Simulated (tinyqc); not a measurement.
Self-consistent Fermi level with native defects, at growth and after a quench. Changing the temperature of use T. Computed by tinyqc, a small Python program. Command: `OMP_NUM_THREADS=1 python tinyqc.py 3017173 3017174 out.jsonl scfermi sweep`. One thread of a shared host (Intel(R) Xeon(R) Processor @ 2.30GHz), about 0.1 s of CPU time with the checks.

Energies are counted from the top of the valence band (VBM); when the gap shrinks with temperature the conduction band moves and the levels stay. The added dopant is taken as fully ionised. D and A draw on one reservoir with opposite signs, as the two vacancies of a compound do.

Inputs (values chosen for the exercise, with bands modelled on InP):

| quantity | value | unit |
|---|---|---|
| gap E_g at 300 K | 1.37 | eV |
| slope -dE_g/dT above 300 K | 0.00032 | eV/K |
| electron mass m_e | 0.0793 | m_0 |
| valleys M_c | 1 | - |
| hole mass m_h | 0.623 | m_0 |
| E_f of the neutral native donor D | 1.488 | eV |
| E_f of the neutral native acceptor A | 1.314 | eV |
| shift s of the chemical potential | -0.22 | eV |
| site density N_s | 1.6e+22 | cm^-3 |
| dopant density N_X | 1.1e+19 | cm^-3 |
| growth temperature T_g | 1030 | K |

Added shallow dopant: acceptor.

levels of D above the VBM, most positive state first (eV): 0.578  0.619  0.878

levels of A above the VBM, (0/-1) first (eV): 0.0597  0.505

Constants: m_0 = 9.1093837015e-31 kg; k_B = 1.380649e-23 J/K; h = 6.62607015e-34 J s; k_B = 8.617333262e-05 eV/K.

Method:
- E_f(D, 0) = input + s and E_f(A, 0) = input - s; E_f(q, E_F = 0) follows from the levels, eps(q/q-1) = E_f(q - 1) - E_f(q) at E_F = 0.
- E_g(T) = E_g - slope x max(0, T - 300 K).
- N_c = 2 M_c (2 pi m_e k_B T/h^2)^(3/2) and N_v = 2 (2 pi m_h k_B T/h^2)^(3/2), masses in units of m_0.
- At growth T = T_g.
- n = N_c F_1/2((E_F - E_g)/k_B T), p = N_v F_1/2(-E_F/k_B T).
- F_1/2(eta) = (2/sqrt(pi)) int_0^infinity sqrt(x)/(1 + exp(x - eta)) dx, by the trapezoid rule in t = sqrt(x) with step 0.02 up to t = 12 (for eta < -12 by exp(eta) - exp(2 eta)/2^(3/2)).
- In equilibrium c_q = N_s exp(-(E_f(q, 0) + q E_F)/k_B T).
- Net charge = p - n + sum q c_q - N_X; the log ratio is ln(positive charge/negative charge).
- E_F is the root of the log ratio, by 50 bisections between -0.5 eV and E_g + 0.5 eV.
- After a quench the totals of D and A stay as grown, and each is shared among its charge states with weights exp(-(E_f(q, 0) + q E_F)/k_B T).

One run for each value:

| temperature of use T (K) | E_F after the quench (eV) | n after the quench (cm^-3) | p after the quench (cm^-3) | total D (cm^-3) | total A (cm^-3) |
|---|---|---|---|---|---|
| 150 | 0.57607 | 4.1894e-10 | 1.9256e-01 | 4.5559e+18 | 2.2254e+17 |
| 280 | 0.56938 | 1.9632e+03 | 6.2808e+08 | 4.5559e+18 | 2.2254e+17 |
| 340 | 0.56569 | 1.2519e+06 | 6.1330e+10 | 4.5559e+18 | 2.2254e+17 |
| 410 | 0.56124 | 2.7753e+08 | 2.4884e+12 | 4.5559e+18 | 2.2254e+17 |
| 470 | 0.55736 | 8.1359e+09 | 2.5540e+13 | 4.5559e+18 | 2.2254e+17 |
| 540 | 0.55278 | 1.6639e+11 | 2.0661e+14 | 4.5559e+18 | 2.2254e+17 |
| 600 | 0.54883 | 1.2848e+12 | 8.5682e+14 | 4.5559e+18 | 2.2254e+17 |

Give the missing row, temperature of use T (K) = 210.

Computed row; columns: (1) temperature of use T (K); (2) E_F after the quench (eV); (3) n after the quench (cm^-3); (4) p after the quench (cm^-3); (5) total D (cm^-3); (6) total A (cm^-3):
```
(1)      (2)         (3)         (4)         (5)         (6)
210  0.57335  2.4964e-02  1.2566e+05  4.5559e+18  2.2254e+17
```

Interpolating between the two neighbouring rows (linearly) misses most in n after the quench (cm^-3), by a factor of 36000. Over the rows, E_F after the quench (eV) falls from 0.576 to 0.549 (exponent d ln y / d ln x -0.014 between the first rows and -0.068 between the last). The frozen totals stay; E_F remains within 0.05 eV of the level at 0.578 eV. Densities far below 1 cm^-3 are nominal.
